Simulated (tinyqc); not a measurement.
Length of a molecular wire: coherent transport through a tight-binding bridge. Computed by the program tinyqc. T = Gamma_L Gamma_R |G_1n|^2 with the self-energies of semi-infinite chains.

A uniform bridge between two chains:
```
parameter,value
site energy (eV),3.050000
hopping in the bridge (eV),1.030000
lead hopping (eV),2.650000
couplings (eV),"1.01, 0.4"
E (eV),-0.260000
```

Transmission against length:
```
sites,T,ln T
2,1.0020e-03,-6.906
3,1.2175e-04,-9.014
4,1.4833e-05,-11.119
5,1.8077e-06,-13.223
6,2.2030e-07,-15.328
7,2.6849e-08,-17.433
8,3.2721e-09,-19.538
9,3.9878e-10,-21.643
10,4.8600e-11,-23.747
```

What does the comparison show, and why?

E lies outside the band of the bridge (|E - e|/2h = 1.607 > 1), so T decays as exp(-beta n) with beta = 2 arccosh(1.607) = 2.1048 a site; the last two rows give 2.1048.
